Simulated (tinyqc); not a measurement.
Changing the cooling rate: thermal stress and diffusional relaxation in a metal film: Coble and Nabarro-Herring creep, cooling and holds. Computed by tinyqc, a small Python program. Command: `OMP_NUM_THREADS=1 python tinyqc.py 3005041 3005042 out.jsonl creep sweep`. One thread of a shared host (Intel(R) Xeon(R) Processor @ 2.30GHz), about 0.1 s of CPU time with the checks.

A thin film on a rigid substrate is stress-free at T0. Tension is positive and the film creeps linearly: d sigma/dt = -M (mismatch) dT/dt - sigma/tau.

Inputs (values chosen for the exercise, modelled on silver films on silicon):

| quantity | value | unit |
|---|---|---|
| biaxial modulus M | 137 | GPa |
| expansion mismatch | 15.5 | 1e-6/K |
| atomic volume Omega | 17 | angstrom^3 |
| lattice prefactor D0 | 5.4e-05 | m^2/s |
| lattice energy E | 1.91 | eV |
| boundary prefactor (delta D_b)0 | 5.1e-15 | m^3/s |
| boundary energy E_b | 0.953 | eV |
| grain size d | 0.22 | um |
| stress-free temperature T0 | 300 | C |
| hold temperature T | 200 | C |

Constants: k_B = 1.380649e-23 J/K; k_B = 8.617333262e-05 eV/K.

Method:
- Thermoelastic slope = M x mismatch; sigma_0 = slope x (T0 - T).
- Creep rate per stress: Nabarro-Herring 14 D Omega/(k_B T d^2), Coble (14 pi) delta D_b Omega/(k_B T d^3), with D = D0 exp(-E/(k_B T)), delta D_b = (delta D_b)0 exp(-E_b/(k_B T)); 1/tau = M x (sum of both)/2 (biaxial strain rate is half the uniaxial one).
- Temperatures in kelvin are T(C) + 273.15.
- Cooling from T0 at the constant rate: d sigma/dT = -slope + sigma/(tau(T) x rate), integrated to 25 C (stiff solver, tolerance 1e-9).
- Effective stress-free temperature T_eff = 25 C + sigma/slope.

One run for each value:

| cooling rate (C/min) | stress at 25 C (MPa) | effective stress-free temperature (C) |
|---|---|---|
| 0.03 | 83.19 | 64.17 |
| 0.1 | 109.20 | 76.43 |
| 0.4 | 141.98 | 91.86 |
| 1 | 165.35 | 102.87 |
| 5 | 210.02 | 123.90 |
| 20 | 252.67 | 143.99 |
| 70 | 295.03 | 163.93 |
| 300 | 349.53 | 189.60 |
| 1000 | 399.61 | 213.19 |

Over the rows, stress at 25 C (MPa) rises from 83.2 to 400 (exponent d ln y / d ln x 0.23 between the first rows and 0.11 between the last). Slower cooling lets the film creep to a lower temperature before the stress freezes in.

Caution (all rows): bulk creep laws overstate relaxation in a bonded film, and dislocation glide would cap stresses above the yield stress.
